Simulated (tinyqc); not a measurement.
# Froehlich polaron in a polar crystal, step by step

A worked calculation. Computed by tinyqc, a small Python program that keeps every step. Command: `OMP_NUM_THREADS=1 python tinyqc.py 3022877 3022878 out.jsonl frohlich walk`. One thread of a shared host (Intel(R) Xeon(R) Processor @ 2.30GHz), about 0.07 s of CPU time with the checks. Intermediate numbers are printed to about 5 digits and carried at full precision; extremes and crossings named in words are read from the listed rows.

One electron in a parabolic band of mass m*, coupled to dispersionless LO phonons in the continuum model. Energies are in units of hbar omega unless marked, wave numbers in k_0 = sqrt(2 m* omega/hbar).

Inputs (values chosen for the exercise, for a model crystal):

| quantity | value | unit |
|---|---|---|
| band mass m* | 0.159 | m_0 |
| LO phonon energy hbar omega | 50 | meV |
| eps_inf | 10.5 | - |
| static dielectric constant eps_s | 77.8 | - |
| temperature T | 300 | K |
| electron wave number k/k_0 | 0.4 | - |
| trial v | 5.4 | - |
| trial w | 2.9 | - |

Constants: hbar^2/(2 m_0) = 3.80998212 eV angstrom^2; e^2/(4 pi eps_0) = 14.39964548 eV angstrom; k_B = 8.617333262e-05 eV/K; hbar = 6.582119569e-16 eV s; e = 1.602176634e-19 C; m_0 = 9.1093837015e-31 kg.

## Coupling constant and length scale

1/eps* = 1/eps_inf - 1/eps_s; k_0 = sqrt(2 m* omega/hbar) = sqrt(m* hbar omega / (hbar^2/(2 m_0))) with m* in m_0; alpha = (e^2/(4 pi eps_0)) k_0/(2 eps* hbar omega); polaron length 1/k_0.

eps* = 12.138

k_0 = 0.045680 1/angstrom

coupling constant alpha = 0.54190

polaron length 1/k_0 = 21.892 angstrom

Weak coupling: perturbation theory should serve.

## Second-order perturbation theory

At T = 0 and k < k_0: E(k) = (k/k_0)^2 - alpha arcsin(k/k_0)/(k/k_0); so E(0) = -alpha, 1/m_p = (1 - alpha/6)/m*, and the mean number of phonons in the cloud at k = 0 is alpha/2. The Lee-Low-Pines variational state gives the same E(0) and m_p = m* (1 + alpha/6).

energy shift at k = 0 = -27.095 meV

E(k) = -0.39750 hbar omega

m*/m_p, second order = 0.90968

m_p/m*, Lee-Low-Pines = 1.0903

phonons in the cloud = 0.27095

## Strong-coupling trial states

Landau-Pekar: the lattice follows the mean electron density. A Gaussian state exp(-b^2 r^2/2) gives E(b) = (3/2) b^2 - alpha b sqrt(2/pi) (b in k_0), minimised at b = alpha sqrt(2/pi)/3 to E = -alpha^2/(3 pi); a state exp(-b r) gives E(b) = b^2 - (5/8) alpha b, minimised at b = 5 alpha/16 to E = -25 alpha^2/256.

best b, Gaussian = 0.14412 k_0

E, Gaussian = -0.031158 hbar omega

best b, exponential = 0.16934 k_0

E, exponential = -0.028677 hbar omega

The Gaussian bound lies below -alpha only for alpha > 3 pi = 9.42; here it lies above, so the self-trapped state is the poorer bound.

## Feynman's energy at a trial point

Feynman's bound: E(v, w) = 3 (v - w)^2/(4 v) - (alpha v/sqrt(pi)) int_0^infinity e^-u D(u)^(-1/2) du, D = w^2 u + ((v^2 - w^2)/v)(1 - e^(-v u)); integrals by 80 Gauss-Legendre points in s from 0 to 1 with u = 40 s^2.

first term = 0.86806 hbar omega

E(v, w) = 0.18686 hbar omega

## Feynman's variational polaron

Minimise over v > w > 0 (simplex search); mass m_p/m* = 1 + (alpha v^3/(3 sqrt(pi))) int u^2 e^-u D^(-3/2) du.

best v = 3.06

best w = 2.93

E, Feynman = -0.54563 hbar omega

polaron energy, Feynman = -27.282 meV

m_p/m*, Feynman = 1.098

The bound lies 0.7 % below -alpha, and the mass is 1.01 times the Lee-Low-Pines value.

## Mobility at low temperature

Scattering by absorption of an LO phonon: 1/tau = 2 alpha omega n, n = 1/(exp(hbar omega/(k_B T)) - 1); mu = e tau/m*, the weak-coupling result for k_B T well below hbar omega.

phonon occupation n = 0.16898

lifetime tau = 71.879 fs

mobility = 795.10 cm^2/(V s)

Caution: this mobility formula holds for weak coupling and k_B T well below hbar omega, and it leaves out all other scattering.

## All approximations against the coupling

Other columns: second order -alpha; Landau-Pekar Gaussian -alpha^2/(3 pi); Lee-Low-Pines mass 1 + alpha/6. The polaron energy in meV uses the given hbar omega.

Energies (hbar omega) and masses (m*):

| alpha | second order | Gaussian | Feynman | Feynman (meV) | mass, LLP | mass, Feynman | v | w |
|---|---|---|---|---|---|---|---|---|
| 0.14 | -0.14 | -0.0020796 | -0.14024 | -7.0122 | 1.0233 | 1.024 | 3.01 | 2.98 |
| 0.27 | -0.27 | -0.0077349 | -0.27091 | -13.546 | 1.045 | 1.047 | 3.03 | 2.97 |
| 0.54 | -0.54 | -0.030940 | -0.54370 | -27.185 | 1.09 | 1.098 | 3.06 | 2.93 |
| 0.87 | -0.87 | -0.080310 | -0.87979 | -43.990 | 1.145 | 1.166 | 3.09 | 2.89 |
| 3.4 | -3.4 | -1.2266 | -3.5765 | -178.82 | 1.5667 | 2.12 | 3.51 | 2.49 |
| 6.4 | -6.4 | -4.3460 | -7.2529 | -362.64 | 2.0667 | 9.047 | 5.05 | 1.76 |
| 9.4 | -9.4 | -9.3753 | -12.262 | -613.09 | 2.5667 | 80 | 10.9 | 1.25 |
| 12 | -12 | -15.279 | -18.143 | -907.17 | 3 | 281.6 | 18.6 | 1.13 |

All three energies are upper bounds (-alpha through the Lee-Low-Pines state), and the Feynman value is the lowest in every row. It lies within 5 % of -alpha up to alpha = 0.87; at alpha = 12 it is 1.19 times the Gaussian value, whose alpha^2 law it approaches with a constant shift of about -3 ln 2 - 3/4 = -2.83 (here -2.86). The mass stays within 10 % of 1 + alpha/6 up to alpha = 0.87 and reaches 282 m* in the last row; w falls from 2.98 towards 1 while v grows to 18.6.

Checks made by the program: second-order shift against the integral -(2 alpha/pi) int dq/(1 + q^2) (relative difference below 1e-10); v = w reduces the bound to -alpha (relative difference 1e-10).
